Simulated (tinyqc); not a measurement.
Out-diffusion of a doped substrate or buried layer into a growing epitaxial film: one step, computed by the program tinyqc. Command: `OMP_NUM_THREADS=1 python tinyqc.py 3000380 3000381 out.jsonl buried walk`. One thread of a shared host (Intel(R) Xeon(R) Processor @ 2.30GHz), about 0.01 s of CPU time with the checks.

x is counted from the original substrate surface into the film, whose surface moves as x = v t. Substrate dopant has one diffusivity; the dopant of the film is taken as uniform.

Task: Transition width. After growth and the later budget: l2 = 2 sqrt(D t + (Dt)2); C(x) = (C_s/2) erfc(x/l2) + share x C_s exp(-x/decay length) for x > 0 (autodoping taken as unchanged by the later budget). The transition x_t solves C(x) = C_e, where the total doping is twice the intended value. Usable film = d - x_t. Also give x_t for the erfc term alone, after growth and after the later budget.

Inputs (values chosen for the exercise, modelled on boron in silicon): substrate concentration C_s = 5.6e+19 1/cm^3; film doping C_e = 5.1e+15 1/cm^3; film thickness d = 0.56 um; growth temperature T = 1025 C; autodoping level at the start, as a share of C_s = 4e-05; decay length of autodoping = 0.75 um; later thermal budget (Dt)2 = 6e-12 cm^2.

Film doping: same type as the substrate.

length l = 0.01578410 um

Give: length l2; x_t after growth, erfc alone; x_t after the later budget, erfc alone; x_t with autodoping; usable film.

Result:

length l2 = 0.05147 um

x_t after growth, erfc alone = 0.04177 um

x_t after the later budget, erfc alone = 0.1362 um

x_t with autodoping = 0.1403 um

usable film = 0.4197 um

Solid-state diffusion sets the transition. The later budget is 9.6 times that of the growth. Caution: the substrate doping is comparable to or above the intrinsic density at growth temperature, so the diffusivity may be higher on that side.
